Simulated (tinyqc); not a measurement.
# MOS capacitor on a p-type substrate, surface potential from the exact charge relation, step by step

Computed by the program tinyqc: `OMP_NUM_THREADS=1 python tinyqc.py 2060047 2060048 out.jsonl`, one thread of a shared Intel Xeon 2.30GHz, about 0.01 s for the whole run. Printed values are rounded.

Uniform p-type substrate, Boltzmann statistics, full ionisation, classical densities. psi is the surface potential against the body (positive when the bands bend down) and u = psi/Vt. Traps are spread evenly over the gap and neutral at flat band, so their charge is -q Dit psi; the minority quasi-Fermi level is shifted by Vb.

Inputs (values chosen for the exercise); band and dielectric values close to those of silicon:

| symbol | value | unit | meaning |
|---|---|---|---|
| T | 250 | K | temperature |
| Eg | 1.13 | eV | band gap |
| eps_r | 11.5 |  | relative permittivity |
| Nc | 2.17e19 | cm^-3 | conduction-band density of states at T |
| Nv | 2.05e19 | cm^-3 | valence-band density of states at T |
| chi | 4.09 | eV | electron affinity |
| N | 1.4e15 | cm^-3 | acceptor density of the substrate |
| eox | 24.9 |  | relative permittivity of the gate insulator (close to zirconium oxide) |
| tox | 6 | nm | insulator thickness |
| phiM | 5.12 | eV | gate work function |
| Nf | 6.7e10 | cm^-2 | fixed charge at the interface, in units of q |
| Dit | 0 | cm^-2 eV^-1 | density of interface traps |
| Vb | 0.9 | V | reverse bias of the inversion layer against the body |
| Vg | 2.49 | V | gate voltage against the body |

Constants: q = 1.602176634e-19 C, kB = 1.380649e-23 J/K, Vt = kB T/q, eps0 = 8.8541878128e-14 F/cm where lengths are in cm. Results are converted to the units shown.

Range of the model: At this gate voltage the surface density exceeds 0.3 of the band density of states, so degeneracy and confinement would lower the charge and capacitance.

## Flat band, threshold and scales

ni = sqrt(Nc Nv) exp(-Eg/(2 Vt)), Eg in volts; phiF = Vt ln(N/ni); Cox = eps0 eox/tox; Vfb = phiM - chi - (Eg - Vt ln(Nv/N)) - q Nf/Cox; Q0 = sqrt(2 eps0 eps_r q N Vt); r = (ni/N)^2 exp(-Vb/Vt); VT = Vfb + [(2 phiF + Vb)(1 + q Dit/Cox) + sqrt(2 eps0 eps_r q N (2 phiF + Vb))/Cox].

ni = 8.59425e7 cm^-3
phiF = 0.357750 V
Cox = 3.67449 uF/cm^2
Vfb = 0.103716 V
Q0 = 3.13700 nC/cm^2
r = 2.70993e-33
VT = 1.72661 V

## Starting value

psi = Vg - Vfb, limited to the range from -4 Vt to +(2 phiF + Vb + 4 Vt).

psi at the start = 1.70167 V

## Iteration 1: Newton step for the surface potential

u = psi/Vt; F^2 = exp(-u) + u - 1 + r (exp(u) - u - 1); Qs = -sign(u) Q0 F; Cs = -dQs/dpsi = (Q0/Vt) |1 - exp(-u) + r (exp(u) - 1)|/(2 F). f = Vfb + psi + (q Dit psi - Qs)/Cox - Vg, f' = 1 + (Cs + q Dit)/Cox, psi(new) = psi - f/f'.

u = 78.9884
F = 11.5146
Qs = -36.1213 nC/cm^2
Cs = 0.351546 uF/cm^2
f = -0.674781 V
f' = 1.09567
psi after iteration 1 = 2.31753 V

## Iteration 2: Newton step for the surface potential

As before.

u = 107.575
F = 1.19175e7
Qs = -3.73852e7 nC/cm^2
Cs = 8.67674e5 uF/cm^2
f = 10174.2 V
f' = 2.36136e5
psi after iteration 2 = 2.27445 V

This iterate lies far beyond the solution, so its charge is not a physical one.

## Course of the Newton iteration

Stop when the step is below 1e-10 V, or after 60 iterations.

Course of the iteration:
```
iteration	psi before the step (V)	f (V)	step (V)
1	1.70167	-0.675	0.616
2	2.31753	1.02e4	-0.0431
3	2.27445	3740	-0.0431
4	2.23136	1380	-0.0431
5	2.18828	506	-0.0431
6	2.14522	186	-0.0430
7	2.10219	68.4	-0.0429
8	2.05931	25.1	-0.0425
9	2.01685	9.11	-0.0412
10	1.97563	3.23	-0.0378
11	1.93785	1.07	-0.0295
12	1.90835	0.286	-0.0153
13	1.89308	0.0428	-3.19e-3
14	1.88989	1.43e-3	-1.14e-4
15	1.88977	1.74e-6	-1.39e-7
16	1.88977	2.59e-12	-2.07e-13
```

Converged in 16 iterations. In 7 iterations the step is within 3 % of 2 Vt = 43.1 mV: there Qs grows as exp(|u|/2), and a Newton step on such an exponential moves psi by 2 Vt whatever the distance left.

## Charges, field and capacitances at the solution

converged psi = 1.88977 V

u = psi/Vt; F^2 = exp(-u) + u - 1 + r (exp(u) - u - 1); Qs = -sign(u) Q0 F; Cs = -dQs/dpsi = (Q0/Vt) |1 - exp(-u) + r (exp(u) - 1)|/(2 F). Low frequency: 1/C_LF = 1/Cox + 1/(Cs + q Dit). High frequency, in the simple estimate in which traps and minority carriers do not follow: 1/C_HF = 1/Cox + 1/Cd, Cd being Cs with r = 0 at the same psi. Minority sheet density N_inv = (Q0/(2 q)) int_0^u r (exp(t) - 1)/F(t) dt for u > 0. Oxide field |Qs - q Dit psi + q Nf|/(eps0 eox).

Qs = -1824.42 nC/cm^2
N_inv = 1.12124e13 cm^-2
oxide field = 0.822649 MV/cm
Cs = 42.3324 uF/cm^2
C_LF/Cox = 0.920132
C_HF/Cox = 0.00212321

The surface is in strong inversion (borders at |psi| = 0, phiF + Vb and 2 phiF + Vb = 1.62 V). Minority carriers make up 98.5 % of Qs.
